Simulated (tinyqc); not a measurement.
Out-diffusion of a doped substrate or buried layer into a growing epitaxial film: one step, computed by the program tinyqc.

x is counted from the original substrate surface into the film, whose surface moves as x = v t. Substrate dopant has one diffusivity; the dopant of the film is taken as uniform.

Question. Moving boundary against the simple erfc. For a surface that grows from dopant-free material and loses none by evaporation, with u = x/l and s = G - u: C/C_s = (1/2) [erfc(u) + (1 + 4 G (G + s)) exp(4 G s) erfc(G + s) - (4G/sqrt(pi)) exp(-u^2)]; for large G it tends to (1/2) erfc(u). Early in the growth G = sqrt(v x_s/(4 D)) for the thickness x_s reached so far; rows give C at the interface (u = 0) and at the surface (u = G).

Inputs (values chosen for the exercise, modelled on arsenic in silicon): substrate concentration C_s = 5.9e+18 1/cm^3; growth rate v = 0.8 um/min; growth temperature T = 1075 C.

Film doping: same type as the substrate.

diffusivity D = 9.389881e-15 cm^2/s

Give: The first stage of growth.

Answer.

The first stage of growth:
```
G     C/C_s at the interface  C at the surface (1/cm^3)  simple erfc there (1/cm^3)  ratio  thickness x_s (nm)
0.10                  0.8240                  4.682e+18                   2.618e+18  1.788           2.817e-03
0.25                  0.6797                  3.240e+18                   2.135e+18  1.518           1.761e-02
0.50                  0.5772                  1.651e+18                   1.415e+18  1.167           7.042e-02
0.75                  0.5381                  7.764e+17                   8.521e+17  0.911           1.585e-01
1.00                  0.5209                  3.351e+17                   4.640e+17  0.722           2.817e-01
1.50                  0.5079                  4.735e+16                   9.999e+16  0.474           6.338e-01
2.00                  0.5037                  4.517e+15                   1.380e+16  0.327           1.127e+00
2.50                  0.5020                  2.840e+14                   1.201e+15  0.237           1.761e+00
3.00                  0.5012                  1.157e+13                   6.517e+13  0.177           2.535e+00
```

Caution: rows with a thickness or a length l = x_s/G below about 1 nm are formal for a continuum model.
